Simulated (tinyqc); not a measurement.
Inside a calculation. Model: p-type polysilicon, carrier trapping at grain boundaries.

Numbers from tinyqc (`OMP_NUM_THREADS=1 python tinyqc.py 2830226 2830227 out.jsonl`; about 0.01 s on one thread of a shared Intel Xeon 2.30GHz). Printed values are rounded.

One-dimensional grains of size Lg, uniform ionised doping N, monovalent traps Qt at each boundary at a depth Et below (for electrons) or above (for holes) the band edge there, abrupt depletion of width W on each side of a boundary, Boltzmann statistics. xi is the distance from the band edge at the grain centre to the Fermi level. Trapped charge Qt/(1 + exp((xi + VB - Et)/Vt)) = 2 N W, barrier VB = q N W^2/(2 eps0 eps_r).

Values chosen for this exercise; values of the order met in polycrystalline silicon: temperature T = 300 K; relative permittivity eps_r = 11.7; valence-band density of states at T NB = 2.65e19 cm^-3; grain size Lg = 40 nm; trap density of a grain boundary Qt = 2.8e12 cm^-2; depth of the trap level from the majority band edge at the boundary Et = 0.42 eV; mass for thermionic emission ms = 0.39 m0; correction factor of the emission rate fe = 0.25; doping N = 3.1e17 cm^-3.

Constants: q = 1.602176634e-19 C, kB = 1.380649e-23 J/K, m0 = 9.1093837015e-31 kg, Vt = kB T/q, eps0 = 8.8541878128e-14 F/cm where lengths are in cm. Results are converted to the units shown.

## Depletion width, Fermi level and barrier

If the trap equation with xi = Vt ln(NB/N) has a root W < Lg/2, the grain is partly depleted; otherwise W = Lg/2 and the trap equation gives xi = Et - VB + Vt ln(Qt/(N Lg) - 1). N* = Qt/Lg.

N* = 7e17 cm^-3
W = 20 nm
xi = 0.330046 V
VB = 0.0958887 V
share of traps filled = 0.442857

N is 0.443 N*, and the grain is fully depleted; VB = 3.71 Vt.

## Resistivity and effective mobility

n0 = NB exp(-xi/Vt); mean density n0 (1 - 2 W/Lg) by charge balance in a partly depleted grain, and n0 (sqrt(pi)/2) erf(u)/u with u = sqrt(VB/Vt) in a fully depleted one; v = sqrt(kB T/(2 pi ms m0)); barrier resistivity Vt exp(VB/Vt)/(q fe n0 v Lg); grain resistivity (1 - 2 W/Lg)/(q n0 mug); effective mobility 1/(q mean density total resistivity).

n0 = 7.56333e13 cm^-3
mean density = 3.45787e13 cm^-3
v = 4.30760e6 cm/s
barrier resistivity = 20216.0 ohm cm
grain resistivity = 0.00000 ohm cm
resistivity = 20216.0 ohm cm
effective mobility = 8.92867 cm^2/(V s)

The resistivity is 2.41e5 times that of a single crystal with the same N and mobility mug, and the mean density is 0.0112 % of N.
